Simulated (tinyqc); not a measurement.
Schottky barrier on an n-type semiconductor with a doping step, non-linear Poisson equation by Newton steps: one step of the calculation.

One dimension, metal at x = 0, donor density C(x) = N1 for x < x1 and Nd beyond. Energies are counted from the electron Fermi level of the semiconductor and the conduction-band edge is Ec = -psi, so n = Nc exp(psi/Vt); holes follow the Fermi level of the metal, at -V, so p = Nv exp((V - psi - Eg)/Vt). Ends: psi(0) = V - phiB and psi = Vt ln(Nd/Nc) deep inside. Boltzmann statistics, full ionisation, no current, no image force in the Poisson equation.

Question. End potentials, built-in voltage, Debye length. psi_0 = V - phiB, psi_b = Vt ln(Nd/Nc), Vbi = phiB - Vt ln(Nc/Nd), LD = sqrt(eps0 eps_r Vt/(q Nd)), W = sqrt(2 eps0 eps_r (Vbi - V)/(q Nd)), hole density at the metal p_0 = Nv exp((phiB - Eg)/Vt).

Parameters, values chosen for the exercise; band and dielectric values those of a made-up semiconductor: temperature T = 300 K; band gap Eg = 1.07 eV; relative permittivity eps_r = 13.3; conduction-band density of states at T Nc = 2.44e19 cm^-3; valence-band density of states at T Nv = 2.83e19 cm^-3; donor density deep in the semiconductor Nd = 3.7e15 cm^-3; barrier height phiB = 0.45 eV; bias of the metal against the semiconductor V = 0 V.

Constants: q = 1.602176634e-19 C, kB = 1.380649e-23 J/K, Vt = kB T/q, eps0 = 8.8541878128e-14 F/cm where lengths are in cm. Results are converted to the units shown.

Wanted: psi_0; psi_b; Vbi; LD; W for uniform Nd; p_0.

Answer.

psi_0 = -0.4500 V
psi_b = -0.2273 V
Vbi = 0.2227 V
LD = 71.66 nm
W for uniform Nd = 297.4 nm
p_0 = 1.087e9 cm^-3

The hole density at the metal is 2.9e-7 times Nd, so holes hardly matter.

Computed by the program tinyqc: `OMP_NUM_THREADS=1 python tinyqc.py 2020129 2020130 out.jsonl`, one thread of a shared Intel Xeon 2.30GHz, about 0.07 s for the whole run.
